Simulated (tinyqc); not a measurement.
Worked calculation: lattice vibrations of a chain. One step of it, computed by the program tinyqc.

Problem. Frequencies. omega^2 are the eigenvalues; wavenumber = 521.4708 sqrt(eigenvalue) 1/cm.

D(q) (eV/(angstrom^2 u)):
```
                     1                    2
1             0.291789  -0.271662+0.033546i
2  -0.271662-0.033546i             0.280677
```

Give: eigenvalues; wavenumbers; weights |e|^2 of the mass-weighted modes.

Solution.

eigenvalues: 0.0125  0.5600

wavenumbers (1/cm): 58.2  390.2

weights |e|^2 of the mass-weighted modes:
```
        mode 1  mode 2
atom 1  0.4899  0.5101
atom 2  0.5101  0.4899
```
